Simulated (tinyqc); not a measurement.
Worked calculation: Ewald sum of point charges, rock salt lattice. Computed by tinyqc, a small Python program that keeps every step. Command: `OMP_NUM_THREADS=1 python tinyqc.py 29751 29752 out.jsonl` (the two numbers bound the seeds that draw the settings). One thread of a shared host (Intel(R) Xeon(R) Processor @ 2.60GHz), about 0.04 s of CPU time with the checks.

## Ewald sum with eta = 0.335 1/bohr

cell vectors (rows) (bohr):
```
          1         2         3
1  0.000000  5.210000  5.210000
2  5.210000  0.000000  5.210000
3  5.210000  5.210000  0.000000
```

Charges:
```
q                f1        f2        f3
1.000000   0.000000  0.000000  0.000000
-1.000000  0.500000  0.500000  0.500000
```

Real space: 1/2 sum q_i q_j erfc(eta r)/r over all images with r > 0; reciprocal space: (2 pi/V) sum_(G != 0) exp(-G^2/4 eta^2)/G^2 |S(G)|^2 with S(G) = sum q exp(i G.r); self term -eta/sqrt(pi) sum q^2; background -pi Q^2/(2 V eta^2), Q the total charge.

Real-space shells (first ones):
```
r (bohr)   pairs  sum (hartree)
5.210000      12      -0.015634
7.368053      24       0.000785
9.023985      16      -0.000017
10.420000     12       4.58e-07
11.649914     48      -7.01e-08
12.761842     48       2.79e-09
14.736105     24              0
15.630000     60              0
16.475467     48              0
17.279615     48              0
```

Reciprocal shells (first ones that count):
```
G^2 (1/bohr^2)  vectors  sum (hartree)
1.090801              8       0.057376
3.999604             24       0.000072
6.908407             24       6.40e-08
```

## The total does not depend on eta

The same sums for other eta.

Totals (hartree per cell):
```
eta            real  reciprocal       self  background        total
0.335000  -0.014866    0.057448  -0.378007    0.000000  -0.33542507
0.480000  -0.000466    0.206663  -0.541622    0.000000  -0.33542507
0.588000  -0.000017    0.328079  -0.663487    0.000000  -0.33542507
```

shortest distance = 5.210000 bohr

Madelung constant -E d / (formula units |q+ q-|) = 1.747565
